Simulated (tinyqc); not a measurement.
Inside a calculation. Method: G0W0 on RHF in the 3-21g basis, for H2, spin multiplicity 1. One step of it, computed by the program tinyqc.

Question. Orthogonalisation. S = U s U^T; canonical form X = U s^(-1/2), so that X^T S X = 1. Each column of U has its largest component positive (the first on a tie).

overlap S:
```
          1H 1s     1H 2s     2H 1s     2H 2s
1H 1s  1.000000  0.645899  0.303236  0.435206
1H 2s  0.645899  1.000000  0.435206  0.787324
2H 1s  0.303236  0.435206  1.000000  0.645899
2H 2s  0.435206  0.787324  0.645899  1.000000
```

Give: eigenvalues of S; X.

Answer.

eigenvalues of S: 0.1338  0.4374  0.7756  2.6531

X:
```
             1        2        3       4
1H 1s  -0.6776   0.8345   0.7520  0.2714
1H 2s   1.8103  -0.6683   0.2814  0.3388
2H 1s   0.6776   0.8345  -0.7520  0.2714
2H 2s  -1.8103  -0.6683  -0.2814  0.3388
```
